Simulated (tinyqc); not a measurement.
Anisotropic elasticity and sound waves of a cubic crystal: one step, computed by the program tinyqc. Command: `OMP_NUM_THREADS=1 python tinyqc.py 3031217 3031218 out.jsonl cubicelastic walk`. One thread of a shared host (Intel(R) Xeon(R) Processor @ 2.30GHz), about 0.01 s of CPU time with the checks.

Voigt order 1..6 = xx, yy, zz, yz, xz, xy, with engineering shear strains. The rotated frame has x' as named, z' along the wafer normal and y' = z' x x'.

Question. Stiffness in the rotated frame. C'_ijkl = C12 delta_ij delta_kl + C44 (delta_ik delta_jl + delta_il delta_jk) - H sum_m a_im a_jm a_km a_lm.

Inputs (values chosen for the exercise, modelled on gold): C12 = 160.7 GPa; C44 = 41.44 GPa.

Frame: (113) wafer, x' along [1-10].

H = 48.88 GPa

direction cosines a (rows x', y', z' in the cube axes):
```
            x           y           z
x'  0.7071068  -0.7071068   0.0000000
y'  0.6396021   0.6396021  -0.4264014
z'  0.3015113   0.3015113   0.9045340
```

Give: C'.

Answer.

C' (GPa):
```
       1      2      3     4     5     6
1  219.1  140.7  156.3  -9.4   0.0   0.0
2  140.7  225.6  149.8  -4.3   0.0   0.0
3  156.3  149.8  210.1  13.7   0.0   0.0
4   -9.4   -4.3   13.7  30.5   0.0   0.0
5    0.0    0.0    0.0   0.0  37.0  -9.4
6    0.0    0.0    0.0   0.0  -9.4  21.4
```

Normal stress couples to shear strain in this frame.
